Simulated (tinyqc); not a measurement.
Worked calculation: UHF in the 6-31g basis, for H3, spin multiplicity 2. One step of it, computed by the program tinyqc.

Problem. Iteration 3: building the Fock matrix. J_ij = sum D_kl (ij|kl) with D = D(alpha) + D(beta), K_ij = sum D_kl (ik|jl) for each spin; F = H + J - K(s); E = tr D H + tr D J / 2 - 0.5 sum_s tr D(s) K(s) + E_nn.

D(alpha) after iteration 2:
```
,1H 1s,1H 2s,2H 1s,2H 2s,3H 1s,3H 2s
1H 1s,0.030862,0.048194,0.040673,0.058066,0.040673,0.058066
1H 2s,0.048194,0.075261,0.063516,0.090678,0.063516,0.090678
2H 1s,0.040673,0.063516,0.133364,0.217994,-0.026158,-0.064942
2H 2s,0.058066,0.090678,0.217994,0.360165,-0.064942,-0.141660
3H 1s,0.040673,0.063516,-0.026158,-0.064942,0.133364,0.217994
3H 2s,0.058066,0.090678,-0.064942,-0.141660,0.217994,0.360165
```

D(beta) after iteration 2:
```
,1H 1s,1H 2s,2H 1s,2H 2s,3H 1s,3H 2s
1H 1s,0.081732,0.157550,0.030667,0.047825,0.030667,0.047825
1H 2s,0.157550,0.303702,0.059115,0.092189,0.059115,0.092189
2H 1s,0.030667,0.059115,0.011507,0.017944,0.011507,0.017944
2H 2s,0.047825,0.092189,0.017944,0.027984,0.017944,0.027984
3H 1s,0.030667,0.059115,0.011507,0.017944,0.011507,0.017944
3H 2s,0.047825,0.092189,0.017944,0.027984,0.017944,0.027984
```

core Hamiltonian H = T + V (hartree):
```
,1H 1s,1H 2s,2H 1s,2H 2s,3H 1s,3H 2s
1H 1s,-0.934249,-0.927968,-0.111716,-0.341328,-0.111716,-0.341328
1H 2s,-0.927968,-1.063719,-0.320707,-0.559752,-0.320707,-0.559752
2H 1s,-0.111716,-0.320707,-0.765075,-0.816638,-0.000075,-0.015969
2H 2s,-0.341328,-0.559752,-0.816638,-0.900501,-0.015969,-0.090709
3H 1s,-0.111716,-0.320707,-0.000075,-0.015969,-0.765075,-0.816638
3H 2s,-0.341328,-0.559752,-0.015969,-0.090709,-0.816638,-0.900501
```

Two-electron integrals (ij|kl) in chemists' order, unique and non-zero (hartree):
```
i,j,k,l,(ij|kl)
1,1,1,1,1.076566
2,1,1,1,0.578470
2,1,2,1,0.329423
2,2,1,1,0.587396
2,2,2,1,0.361304
2,2,2,2,0.453150
3,1,1,1,0.027399
3,1,2,1,0.016849
3,1,2,2,0.020834
3,1,3,1,0.001677
3,2,1,1,0.086093
3,2,2,1,0.055784
3,2,2,2,0.078275
3,2,3,1,0.006358
3,2,3,2,0.032604
3,3,1,1,0.338219
3,3,2,1,0.222249
3,3,2,2,0.328186
3,3,3,1,0.027399
3,3,3,2,0.172139
3,3,3,3,1.076566
4,1,1,1,0.172139
4,1,2,1,0.099499
4,1,2,2,0.111750
4,1,3,1,0.006358
4,1,3,2,0.021494
4,1,3,3,0.086093
4,1,4,1,0.032604
4,2,1,1,0.241894
4,2,2,1,0.152017
4,2,2,2,0.200300
4,2,3,1,0.012228
4,2,3,2,0.052867
4,2,3,3,0.241894
4,2,4,1,0.052867
4,2,4,2,0.110768
4,3,1,1,0.222249
4,3,2,1,0.145656
4,3,2,2,0.213233
4,3,3,1,0.016849
4,3,3,2,0.099499
4,3,3,3,0.578470
4,3,4,1,0.055784
4,3,4,2,0.152017
4,3,4,3,0.329423
4,4,1,1,0.328186
4,4,2,1,0.213233
4,4,2,2,0.306802
4,4,3,1,0.020834
4,4,3,2,0.111750
4,4,3,3,0.587396
4,4,4,1,0.078275
4,4,4,2,0.200300
4,4,4,3,0.361304
4,4,4,4,0.453150
5,1,1,1,0.027399
5,1,2,1,0.016849
5,1,2,2,0.020834
5,1,3,1,0.000641
5,1,3,2,0.002342
5,1,3,3,0.009780
5,1,4,1,0.004340
5,1,4,2,0.007013
5,1,4,3,0.006438
5,1,4,4,0.009764
5,1,5,1,0.001677
5,2,1,1,0.086093
5,2,2,1,0.055784
5,2,2,2,0.078275
5,2,3,1,0.002342
5,2,3,2,0.009116
5,2,3,3,0.039055
5,2,4,1,0.014747
5,2,4,2,0.026449
5,2,4,3,0.025710
5,2,4,4,0.039044
5,2,5,1,0.006358
5,2,5,2,0.032604
5,3,1,1,0.000009
5,3,2,1,5.00e-06
5,3,2,2,0.000005
5,3,3,1,2.46e-07
5,3,3,2,7.90e-07
5,3,3,3,3.12e-06
5,3,4,1,1.50e-06
5,3,4,2,2.19e-06
5,3,4,3,2.05e-06
5,3,4,4,3.01e-06
5,3,5,1,2.46e-07
5,3,5,2,7.90e-07
5,4,1,1,0.003561
5,4,2,1,0.002248
5,4,2,2,0.002952
5,4,3,1,0.000091
5,4,3,2,0.000340
5,4,3,3,0.001437
5,4,4,1,0.000590
5,4,4,2,0.001003
5,4,4,3,0.000946
5,4,4,4,0.001435
5,4,5,1,0.000230
5,4,5,2,0.001000
5,4,5,3,3.24e-08
5,4,5,4,0.000034
5,5,1,1,0.338219
5,5,2,1,0.222249
5,5,2,2,0.328186
5,5,3,1,0.009780
5,5,3,2,0.039055
5,5,3,3,0.169174
5,5,4,1,0.059660
5,5,4,2,0.111390
5,5,4,3,0.111366
5,5,4,4,0.169172
5,5,5,1,0.027399
5,5,5,2,0.172139
5,5,5,3,3.12e-06
5,5,5,4,0.004695
5,5,5,5,1.076566
6,1,1,1,0.172139
6,1,2,1,0.099499
6,1,2,2,0.111750
6,1,3,1,0.004340
6,1,3,2,0.014747
6,1,3,3,0.059660
6,1,4,1,0.028002
6,1,4,2,0.042654
6,1,4,3,0.039236
6,1,4,4,0.058710
6,1,5,1,0.006358
6,1,5,2,0.021494
6,1,5,3,1.50e-06
6,1,5,4,0.000849
6,1,5,5,0.086093
6,1,6,1,0.032604
6,2,1,1,0.241894
6,2,2,1,0.152017
6,2,2,2,0.200300
6,2,3,1,0.007013
6,2,3,2,0.026449
6,2,3,3,0.111390
6,2,4,1,0.042654
6,2,4,2,0.074994
6,2,4,3,0.073236
6,2,4,4,0.110205
6,2,5,1,0.012228
6,2,5,2,0.052867
6,2,5,3,2.19e-06
6,2,5,4,0.001818
6,2,5,5,0.241894
6,2,6,1,0.052867
6,2,6,2,0.110768
6,3,1,1,0.003561
6,3,2,1,0.002248
6,3,2,2,0.002952
6,3,3,1,0.000230
6,3,3,2,0.001000
6,3,3,3,0.004695
6,3,4,1,0.000849
6,3,4,2,0.001818
6,3,4,3,0.002820
6,3,4,4,0.003377
6,3,5,1,0.000091
6,3,5,2,0.000340
6,3,5,3,3.24e-08
6,3,5,4,0.000013
6,3,5,5,0.001437
6,3,6,1,0.000590
6,3,6,2,0.001003
6,3,6,3,0.000034
6,4,1,1,0.035097
6,4,2,1,0.021588
6,4,2,2,0.027076
6,4,3,1,0.001245
6,4,3,2,0.004677
6,4,3,3,0.019609
6,4,4,1,0.006677
6,4,4,2,0.011968
6,4,4,3,0.012741
6,4,4,4,0.018332
6,4,5,1,0.001245
6,4,5,2,0.004677
6,4,5,3,3.15e-07
6,4,5,4,0.000176
6,4,5,5,0.019609
6,4,6,1,0.006677
6,4,6,2,0.011968
6,4,6,3,0.000176
6,4,6,4,0.001618
6,5,1,1,0.222249
6,5,2,1,0.145656
6,5,2,2,0.213233
6,5,3,1,0.006438
6,5,3,2,0.025710
6,5,3,3,0.111366
6,5,4,1,0.039236
6,5,4,2,0.073236
6,5,4,3,0.073311
6,5,4,4,0.111360
6,5,5,1,0.016849
6,5,5,2,0.099499
6,5,5,3,2.05e-06
6,5,5,4,0.002820
6,5,5,5,0.578470
6,5,6,1,0.055784
6,5,6,2,0.152017
6,5,6,3,0.000946
6,5,6,4,0.012741
6,5,6,5,0.329423
6,6,1,1,0.328186
6,6,2,1,0.213233
6,6,2,2,0.306802
6,6,3,1,0.009764
6,6,3,2,0.039044
6,6,3,3,0.169172
6,6,4,1,0.058710
6,6,4,2,0.110205
6,6,4,3,0.111360
6,6,4,4,0.169041
6,6,5,1,0.020834
6,6,5,2,0.111750
6,6,5,3,3.01e-06
6,6,5,4,0.003377
6,6,5,5,0.587396
6,6,6,1,0.078275
6,6,6,2,0.200300
6,6,6,3,0.001435
6,6,6,4,0.018332
6,6,6,5,0.361304
6,6,6,6,0.453150
```

nuclear repulsion = 0.84587150 hartree

Give: Coulomb J; exchange K(alpha); exchange K(beta); F(alpha); F(beta); total energy of this density.

Solution.

Coulomb J (hartree):
```
,1H 1s,1H 2s,2H 1s,2H 2s,3H 1s,3H 2s
1H 1s,1.4356,0.8852,0.0576,0.2783,0.0576,0.2783
1H 2s,0.8852,1.1525,0.2575,0.5511,0.2575,0.5511
2H 1s,0.0576,0.2575,1.2657,0.7725,0.0000,0.0086
2H 2s,0.2783,0.5511,0.7725,0.9944,0.0086,0.0689
3H 1s,0.0576,0.2575,0.0000,0.0086,1.2657,0.7725
3H 2s,0.2783,0.5511,0.0086,0.0689,0.7725,0.9944
```

exchange K(alpha) (hartree):
```
,1H 1s,1H 2s,2H 1s,2H 2s,3H 1s,3H 2s
1H 1s,0.2190,0.2343,0.1051,0.1453,0.1051,0.1453
1H 2s,0.2343,0.3220,0.2114,0.2465,0.2114,0.2465
2H 1s,0.1051,0.2114,0.5605,0.4641,-0.0158,0.0047
2H 2s,0.1453,0.2465,0.4641,0.4451,0.0047,0.0336
3H 1s,0.1051,0.2114,-0.0158,0.0047,0.5605,0.4641
3H 2s,0.1453,0.2465,0.0047,0.0336,0.4641,0.4451
```

exchange K(beta) (hartree):
```
,1H 1s,1H 2s,2H 1s,2H 2s,3H 1s,3H 2s
1H 1s,0.4515,0.4057,0.0939,0.1887,0.0939,0.1887
1H 2s,0.4057,0.4237,0.1188,0.2151,0.1188,0.2151
2H 1s,0.0939,0.1188,0.0969,0.1080,0.0223,0.0449
2H 2s,0.1887,0.2151,0.1080,0.1528,0.0449,0.0899
3H 1s,0.0939,0.1188,0.0223,0.0449,0.0969,0.1080
3H 2s,0.1887,0.2151,0.0449,0.0899,0.1080,0.1528
```

F(alpha) (hartree):
```
,1H 1s,1H 2s,2H 1s,2H 2s,3H 1s,3H 2s
1H 1s,0.2824,-0.2771,-0.1592,-0.2083,-0.1592,-0.2083
1H 2s,-0.2771,-0.2332,-0.2747,-0.2552,-0.2747,-0.2552
2H 1s,-0.1592,-0.2747,-0.0598,-0.5083,0.0157,-0.0120
2H 2s,-0.2083,-0.2552,-0.5083,-0.3512,-0.0120,-0.0554
3H 1s,-0.1592,-0.2747,0.0157,-0.0120,-0.0598,-0.5083
3H 2s,-0.2083,-0.2552,-0.0120,-0.0554,-0.5083,-0.3512
```

F(beta) (hartree):
```
,1H 1s,1H 2s,2H 1s,2H 2s,3H 1s,3H 2s
1H 1s,0.0499,-0.4484,-0.1480,-0.2517,-0.1480,-0.2517
1H 2s,-0.4484,-0.3349,-0.1820,-0.2238,-0.1820,-0.2238
2H 1s,-0.1480,-0.1820,0.4037,-0.1522,-0.0224,-0.0523
2H 2s,-0.2517,-0.2238,-0.1522,-0.0589,-0.0523,-0.1118
3H 1s,-0.1480,-0.1820,-0.0224,-0.0523,0.4037,-0.1522
3H 2s,-0.2517,-0.2238,-0.0523,-0.1118,-0.1522,-0.0589
```

total energy of this density = -1.511010 hartree
